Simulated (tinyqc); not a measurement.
Comparisons within one model: dielectric confinement in a thin film (image charges). A value that a table varies takes the place of the one given here.

A film |z| < t/2 of dielectric constant eps between half-spaces of dielectric constant e2; lam = (eps - e2)/(eps + e2), q = e^2/(4 pi eps0). The self-energy of a band edge is taken with the high-frequency value, e2 = eh, and the field of a fixed ion with the static one, e2 = eo. A charge at z has images lam^|n| at n t + (-1)^n z. Its self-energy is S(z) = (q/2 eps) sum over n >= 1 of lam^n [1/(n t - 2z) + 1/(n t + 2z)] for odd n and 2 lam^n/(n t) for even n; at the centre S(0) = -(q/(eps t)) ln(1 - lam).

Donor at the centre, lam from the static eo, trial function cos(pi z/t) exp(-rho/l): E(l) = c/(m l^2) - (q/eps) times the integral over k of F(k t) (1 + (k l/2)^2)^(-3/2), with F(x) = F0 + 2 lam exp(-x) G/(1 - lam exp(-x)), F0 = 2[(1 - exp(-x/2))/x + x (1 + exp(-x/2))/(x^2 + 4 pi^2)], G = 2 sinh(x/2)[1/x - x/(x^2 + 4 pi^2)]; c = hbar^2/2m0. The binding energy is -E at the minimum, counted from the subband edge with its self-energy.

Constants: e^2/(4 pi eps0) = 14.39964547 eV angstrom; hbar^2/2m0 = 3.80998211 eV angstrom^2; Ry = 13.60569312 eV.

Inputs chosen for the exercise (near those of a Si (100) film, two-fold valleys, between layers of SiO2; shifted at random, so the results belong to these values and not to a real crystal): eps = 11.4 (dielectric constant of the film); eh = 2.1 (high-frequency dielectric constant outside); eo = 4 (static dielectric constant outside); m = 0.194 m0 (mass in the plane); mz = 0.946 m0 (mass across the film); ts = (10, 15, 22, 32, 48, 70, 100) angstrom (thicknesses); t = 44 angstrom (film thickness).

## Thinning the film

<S> is the mean over (2/t) cos^2(pi z/t); confinement c (pi/t)^2/mz; donor binding with and without images.

Results:
```
t (angstrom)  <S> (meV)  confinement (meV)  binding, no images (meV)  binding (meV)  l (angstrom)
10                166.8              397.5                      62.9          170.6          15.2
15                111.2              176.7                      57.7          138.3          17.4
22                 75.8               82.1                      52.2          112.2          19.9
32                 52.1               38.8                      46.5           90.6          22.8
48                 34.7               17.3                      40.1           71.3          26.4
70                 23.8                8.1                      34.3           56.5          30.4
100                16.7                4.0                      29.2           45.1          34.9
```

Between 100 and 10 angstrom the binding goes from 45.1 to 170.6 meV; quantum confinement alone would take it from 29.2 to 62.9, so the images supply +15.9 and +107.7 meV. |<S>| goes as 1/t and exceeds the confinement energy beyond 24 angstrom. For t well above a* = 31 angstrom the separable trial function underbinds, which affects the last rows. Hard-wall energies above 300 meV (up to t = 10 angstrom) overstate the confinement: walls are finite and valleys non-parabolic.

## Choice of the surrounding dielectric

The same film between different dielectrics; in this table one value e2 serves for both eo and eh.

Results:
```
case         lam  <S> (meV)  binding (meV)  l (angstrom)
e2 = 1     0.839       57.7          138.9          24.2
e2 = 2.5   0.640       33.4           94.8          24.9
e2 = 3.9   0.490       22.4           76.1          25.5
e2 = 7.5   0.206        7.9           53.1          26.7
e2 = 16   -0.168       -5.5           33.9          28.4
e2 = 25   -0.374      -11.5           26.2          29.4
e2 = 80   -0.751      -20.9           15.2          31.8
```

The binding spans a factor 9.1, from 139 meV in vacuum to 15.2 meV for e2 = 80; going from 3.9 to 25 changes it by -49.9 meV and the band edge by -33.9 meV, so the binding responds 1.47 times as much as the edge (for an orbit much smaller than t the binding would change by twice the change of S(0), -56.9 meV; here l/t = 0.58 for e2 = 3.9).

## What each parameter does

<S> is the mean over (2/t) cos^2(pi z/t). Each row changes one parameter from the base and keeps the others.

Results:
```
case             lam from eh  <S> (meV)  binding (meV)  l (angstrom)
base                   0.689       37.9           75.1          25.5
t = 54 angstrom        0.689       30.9           66.3          27.6
eps = 10.3             0.661       39.0           82.2          24.1
eo = 5.6               0.689       37.9           62.6          26.1
eh = 2.7               0.617       31.5           75.1          25.5
m = 0.233 m0           0.689       37.9           80.7          22.8
```

The largest shifts from the base row, up to three for each result and ties (the steps differ in size, so this ranks the rows, not the parameters). lam from eh: eh -0.072, eps -0.028; unchanged at the printed digits by t, eo and m. <S> (meV): t -7.0, eh -6.4, eps +1.1; unchanged at the printed digits by eo and m. binding (meV): eo -12.4, t -8.7, eps +7.1; unchanged at the printed digits by eh. l (angstrom): m -2.8, t +2.0, eps -1.4; unchanged at the printed digits by eh.

Run: tinyqc, `OMP_NUM_THREADS=1 python tinyqc.py 1281557 1281558 out.jsonl`; Intel(R) Xeon(R) Processor @ 2.30GHz, one thread, shared host; about 0.07 s of CPU time with all checks.
